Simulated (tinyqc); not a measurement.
Inside a calculation. Model: two-dimensional dopant profile at a mask edge: lateral junction, overlap and effective channel length. Computed by tinyqc, a small Python program that keeps every step. Command: `OMP_NUM_THREADS=1 python tinyqc.py 3012131 3012132 out.jsonl lateral walk`. One thread of a shared host (Intel(R) Xeon(R) Processor @ 2.30GHz), about 0.01 s of CPU time with the checks. Intermediate numbers are printed to about 6 digits and carried at full precision; extremes and crossings named in words are read from the listed rows.

Ions enter for y < 0; the mask (spacer, then gate) covers y > 0. x is the depth. The surface reflects dopant during the anneal.

Inputs (values chosen for the exercise, modelled on a source-drain extension in silicon):
```
quantity               value    unit
dose Q               1.8e+14  1/cm^2
projected range R_p       11      nm
vertical straggle        3.9      nm
lateral straggle           5      nm
anneal budget D t    1.3e-13    cm^2
channel doping C_B   3.5e+17  1/cm^3
gate length L_g          140      nm
offset spacer            3.3      nm
oxide thickness          1.3      nm
```

Constants: eps_0 = 8.8541878128e-12 F/m.

## Widths and vertical profile

Widths s_x^2 = (vertical straggle)^2 + 2 D t, s_y^2 = (lateral straggle)^2 + 2 D t. C(x, y) = V(x) (1/2) erfc(y/(sqrt2 s_y)), V(x) = Q/(sqrt(2 pi) s_x) [exp(-(x - R_p)^2/(2 s_x^2)) + exp(-(x + R_p)^2/(2 s_x^2))]; 1 nm = 1e-7 cm. The vertical junction far from the mask solves V(x) = C_B.

s_x = 6.41950 nm

s_y = 7.14143 nm

V at the surface = 5.15380e+19 1/cm^3

V at R_p = 1.12177e+20 1/cm^3

vertical junction x_j = 32.8019 nm

## Lateral junction at the surface

The lateral junction at depth x solves C = C_B: y_j(x) = sqrt2 s_y erfc^-1(2 C_B/V(x)). Overlap under the gate = y_j(0) - spacer; metallurgical channel L_met = L_g - 2 overlap (tails from the two sides are not added). Abruptness at y_j(0) in nm per decade = ln(10) s_y sqrt(pi/2) exp(u^2) erfc(u), u = y_j/(sqrt2 s_y). Overlap capacitance per width = 3.9 eps_0 overlap/t_ox (zero if there is no overlap).

lateral junction y_j(0) = 17.6260 nm

ratio y_j(0)/x_j = 0.537345

overlap = 14.3260 nm

metallurgical channel L_met = 111.348 nm

lateral abruptness = 5.88595 nm/decade

overlap capacitance = 0.380534 fF/um

The two overlaps take 20 % of the gate length. Caution: the profile peaks below the surface, where the junction reaches further under the gate than y_j(0); the overlap given is the one at the surface.

## Junction contour

The lateral junction at depth x solves C = C_B: y_j(x) = sqrt2 s_y erfc^-1(2 C_B/V(x)). Depths are 0, 0.15, 0.3, 0.45, 0.6, 0.75, 0.9 and 0.97 of x_j.

Contour:
```
x/x_j   x (nm)   V (1/cm^3)  y_j (nm)
0.00    0.0000  5.15380e+19   17.6260
0.15    4.9203  7.66013e+19   18.6166
0.30    9.8406  1.10628e+20   19.4983
0.45   14.7609  9.42576e+19   19.1183
0.60   19.6811  4.48320e+19   17.2667
0.75   24.6014  1.18541e+19   13.4817
0.90   29.5217  1.74194e+18    5.9868
0.97   31.8178  5.82188e+17   -1.8311
```

The contour reaches furthest, 19.50 nm, at x/x_j = 0.3 among these rows, below the surface, where punch-through would start. It crosses the mask edge where V = 2 C_B.

## What the anneal budget does

x_j solves V(x) = C_B. Budgets are multiples of the given D t (at 0 the mirror term is kept, which overstates V(0) as implanted); those with V(0) not above 2.5 C_B are left out.

Junctions (nm):
```
multiple      s_x      s_y      x_j   y_j(0)   y_j/x_j    L_met
0.0        3.9000   5.0000  24.8056   8.1884  0.330102  130.223
0.1        4.2202   5.2536  25.8447   9.8256  0.380177  126.949
0.3        4.7969   5.7271  27.6976  12.2519  0.442344  122.096
1.0        6.4195   7.1414  32.8019  17.6260  0.537345  111.348
2.0        8.1982   8.7750  38.2459  22.6549  0.592349  101.290
4.0       10.9183  11.3578  46.3328  29.7368  0.641809   87.126
8.0       14.9402  15.2643  57.8927  39.5613  0.683356   67.477
16.0      20.7656  21.0000  74.0925  52.9768  0.715009   40.646
```

The ratio y_j/x_j goes from 0.33 to 0.72: as implanted, x_j includes R_p and y_j only the lateral straggle; after long diffusion both scale roughly with sqrt(D t) as long as V(0) stays far above C_B, and the ratio stays below 1 because the edge starts from half the concentration and an erfc falls faster than the Gaussian. L_met shrinks by 89.6 nm over the rows.

Checks made by the program: lateral profile against the convolution of a step with a Gaussian (relative difference 1e-10).
